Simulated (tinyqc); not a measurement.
Inside a calculation. Model: n-type polysilicon, carrier trapping at grain boundaries.

Numbers from tinyqc (`OMP_NUM_THREADS=1 python tinyqc.py 2830175 2830176 out.jsonl`; about 0.01 s on one thread of a shared Intel Xeon 2.30GHz). Printed values are rounded.

One-dimensional grains of size Lg, uniform ionised doping N, monovalent traps Qt at each boundary at a depth Et below (for electrons) or above (for holes) the band edge there, abrupt depletion of width W on each side of a boundary, Boltzmann statistics. xi is the distance from the band edge at the grain centre to the Fermi level. Trapped charge Qt/(1 + exp((xi + VB - Et)/Vt)) = 2 N W, barrier VB = q N W^2/(2 eps0 eps_r).

Inputs (values chosen for the exercise); values of the order met in polycrystalline silicon:
- T = 300 K (temperature)
- eps_r = 11.7 (relative permittivity)
- NB = 2.8e19 cm^-3 (conduction-band density of states at T)
- Lg = 50 nm (grain size)
- Qt = 3.8e12 cm^-2 (trap density of a grain boundary)
- Et = 0.48 eV (depth of the trap level from the majority band edge at the boundary)
- ms = 0.57 m0 (mass for thermionic emission)
- fe = 1 (correction factor of the emission rate)
- mug = 110 cm^2/(V s) (mobility inside the grains)
- N = 3.5e18 cm^-3 (doping)

Constants: q = 1.602176634e-19 C, kB = 1.380649e-23 J/K, m0 = 9.1093837015e-31 kg, Vt = kB T/q, eps0 = 8.8541878128e-14 F/cm where lengths are in cm. Results are converted to the units shown.

## Starting value

W = 3.3 nm.

W at the start = 3.3 nm

## Iteration 1: new W

Partly depleted grain, xi = Vt ln(NB/N): f = 1/(1 + exp((xi + VB - Et)/Vt)), g = Qt f - 2 N W, g' = -2 Qt f (1 - f) VB/(W Vt) - 2 N, W(new) = W - g/g'.

VB = 0.02947418 V
f = 0.9999998
g = 1.489999e12 cm^-2
g' = -7.000006e11 cm^-2/nm
W after iteration 1 = 5.428569 nm

## Iteration 2: new W

As before.

VB = 0.07975988 V
f = 0.9999985
g = -3.714289e6 cm^-2
g' = -7.000065e11 cm^-2/nm
W after iteration 2 = 5.428563 nm

## Course of the iteration

Stop when the step is below 1e-10 nm, or after 40 iterations.

Course of the iteration:

| iteration | W before the step (nm) | step (nm) |
|---|---|---|
| 1 | 3.3 | 2.13 |
| 2 | 5.428569 | -5.31e-6 |
| 3 | 5.428563 | < 1e-12 |

Converged in 3 iterations.

## Depletion width, Fermi level and barrier

If the trap equation with xi = Vt ln(NB/N) has a root W < Lg/2, the grain is partly depleted; otherwise W = Lg/2 and the trap equation gives xi = Et - VB + Vt ln(Qt/(N Lg) - 1). N* = Qt/Lg.

N* = 7.6e17 cm^-3
W = 5.428563 nm
xi = 0.05375772 V
VB = 0.07975973 V
share of traps filled = 0.9999985

N is 4.61 N*, and the grain is partly depleted; VB = 3.09 Vt.

## Resistivity and effective mobility

n0 = NB exp(-xi/Vt); mean density n0 (1 - 2 W/Lg) by charge balance in a partly depleted grain, and n0 (sqrt(pi)/2) erf(u)/u with u = sqrt(VB/Vt) in a fully depleted one; v = sqrt(kB T/(2 pi ms m0)); barrier resistivity Vt exp(VB/Vt)/(q fe n0 v Lg); grain resistivity (1 - 2 W/Lg)/(q n0 mug); effective mobility 1/(q mean density total resistivity).

n0 = 3.5e18 cm^-3
mean density = 2.740001e18 cm^-3
v = 3.563120e6 cm/s
barrier resistivity = 0.05660043 ohm cm
grain resistivity = 0.01269146 ohm cm
resistivity = 0.06929189 ohm cm
effective mobility = 32.87430 cm^2/(V s)

The resistivity is 4.27 times that of a single crystal with the same N and mobility mug, and the mean density is 78.3 % of N.
